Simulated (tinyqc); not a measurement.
# Threshold-voltage variability of a planar MOSFET, analytic estimates: effect of the gate length

Three independent sources add in quadrature: random dopants in the depleted layer, metal-gate grains of two orientations, and roughness of the two gate edges acting through the roll-off VT = VT(long) - Vr exp(-L/l). These are first-order estimates: no three-dimensional electrostatics, no percolation.

ni = sqrt(Nc Nv) exp(-Eg/(2 Vt)), Eg in volts; Cox = 3.9 eps0/ti; Wd = sqrt(4 eps0 eps_r Vt ln(Na/ni)/(q Na)); dopants: s1 = (q/Cox) sqrt(Na Wd/(3 L W)). Grains: Ng = L W/G^2 (at least 1), s2 = dW sqrt(p (1 - p)/Ng). Edges, with exponential correlation and u = W/La: the mean gate length has sL^2 = 2 De^2 (2/u)[1 - (1 - exp(-u))/u]; s3 = sL (Vr/l) exp(-L/l). s = sqrt(s1^2 + s2^2 + s3^2). l and Vr are held fixed.

Parameters, values chosen for the exercise; material values close to those of silicon:
```
symbol    value   unit                                                 meaning
T           300      K                                             temperature
Eg         1.12     eV                                                band gap
eps_r      11.8                     relative permittivity of the semiconductor
Nc      2.81e19  cm^-3                  conduction-band density of states at T
Nv      2.69e19  cm^-3                     valence-band density of states at T
Na       3.9e17  cm^-3                                          channel doping
ti          1.1     nm                 oxide-equivalent thickness in inversion
W            65     nm                                              gate width
G            10     nm                                        metal grain size
dW          0.2     eV  work-function difference of the two grain orientations
p           0.5               share of the orientation of higher work function
De          1.1     nm                          rms roughness of one gate edge
La           10     nm                     correlation length of the roughness
l           3.9     nm                  decay length of the threshold roll-off
Vr            1      V                               prefactor of the roll-off
```

Constants: q = 1.602176634e-19 C, kB = 1.380649e-23 J/K, Vt = kB T/q, eps0 = 8.8541878128e-14 F/cm where lengths are in cm. Results are converted to the units shown.

Result of one run:
```
s1 (mV)  s2 (mV)   s3 (mV)  s (mV)  s sqrt(L W) (mV um)
8.059      18.70  0.002564   20.36                1.089
```

Which gate length L gave this result: 12, 14, 21 or 44 nm?

L = 44 nm.

The whole series:
```
L (nm)  s1 (mV)  s2 (mV)   s3 (mV)  s (mV)  s sqrt(L W) (mV um)
12        15.43    35.81     9.384   40.10                1.120
14        14.29    33.15     5.619   36.53                1.102
17        12.97    30.08     2.604   32.86                1.092
21        11.67    27.07    0.9336   29.49                1.089
25        10.69    24.81    0.3348   27.02                1.089
30        9.761    22.65   0.09289   24.66                1.089
37        8.789    20.39   0.01543   22.20                1.089
44        8.059    18.70  0.002564   20.36                1.089
```

As L goes from 12 to 44 nm, s falls from 40.1 to 20.4 mV. The grains are the largest source in the first and the last row. The product s sqrt(L W) falls from 1.12 to 1.09 mV um: s1 and s2 go as 1/sqrt(L W), so the change comes from s3 alone. In every row the depletion depth exceeds L, so source and drain share much of the charge and s1 is rough.

Numbers from tinyqc (`OMP_NUM_THREADS=1 python tinyqc.py 2090166 2090167 out.jsonl`; about 0.01 s on one thread of a shared Intel Xeon 2.30GHz).
